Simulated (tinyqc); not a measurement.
Three-band tight binding of a dichalcogenide monolayer: one step. H at one k. Two cases, with inputs chosen for the exercise.

Task: Form alpha, beta and the matrix.

Basis dz2, dxy, dx2-y2 on a triangular lattice, nearest neighbours; alpha = kx a/2, beta = sqrt3 ky a/2. h0 = e1 + 2 t0 (cos 2alpha + 2 cos alpha cos beta); h1 = -2 sqrt3 t2 sin alpha sin beta + 2i t1 (sin 2alpha + sin alpha cos beta); h2 = 2 t2 (cos 2alpha - cos alpha cos beta) + 2i sqrt3 t1 cos alpha sin beta; h11 = e2 + 2 t11 cos 2alpha + (t11 + 3 t22) cos alpha cos beta; h22 = e2 + 2 t22 cos 2alpha + (3 t11 + t22) cos alpha cos beta; h12 = sqrt3 (t22 - t11) sin alpha sin beta + 4i t12 sin alpha (cos alpha - cos beta) + i lam sz. H = [[h0, h1, h2], [., h11, h12], [., ., h22]], Hermitian; the lowest band of each spin is filled. K = (4 pi/3a, 0), M = (pi/a, pi/(sqrt3 a)).

Case 1.

Values chosen (near a published set for monolayer MoS2; not measured data): a = 3.187 angstrom (lattice constant); e1 = 1.043 eV (level of dz2); e2 = 2.084 eV (level of dxy and dx2-y2); t0 = -0.184 eV (hopping); t1 = 0.391 eV (hopping); t2 = 0.508 eV (hopping); t11 = 0.22 eV (hopping); t12 = 0.342 eV (hopping); t22 = 0.057 eV (hopping); lam = 0.074 eV (spin-orbit constant); sz = 1 (spin); k = (0.29, 0.02) 1/angstrom (wave vector).

Case 2.

Values chosen (near a published set for monolayer MoTe2; not measured data): a = 3.567 angstrom (lattice constant); e1 = 0.608 eV (level of dz2); e2 = 1.956 eV (level of dxy and dx2-y2); t0 = -0.171 eV (hopping); t1 = 0.224 eV (hopping); t2 = 0.387 eV (hopping); t11 = 0.211 eV (hopping); t12 = 0.236 eV (hopping); t22 = 0.248 eV (hopping); lam = 0.105 eV (spin-orbit constant); sz = -1 (spin); k = (1.29, 0.19) 1/angstrom (wave vector).

Give: alpha, beta; H.

Result:

Case 1.

alpha, beta (rad): 0.46211  0.05520

H (eV):
```
                    z2               xy            x2-y2
z2              0.1635  -0.0433+0.9723i  -0.2960+0.0669i
xy     -0.0433-0.9723i           2.6985  -0.0069+0.0110i
x2-y2  -0.2960-0.0669i  -0.0069-0.0110i           2.7935
```

Case 2.

alpha, beta (rad): 2.30071  0.58693

H (eV):
```
                    z2               xy           x2-y2
z2              1.0256  -0.5533-0.1673i  0.3440-0.2865i
xy     -0.5533+0.1673i           1.3790  0.0264-1.1599i
x2-y2   0.3440+0.2865i   0.0264+1.1599i          1.4119
```

Computed by tinyqc, one run a case: `OMP_NUM_THREADS=1 python tinyqc.py N N+1 out.jsonl` with N = 1482619, 1482725; one thread of a shared Intel(R) Xeon(R) Processor @ 2.30GHz, about 0.02 s a run at most.
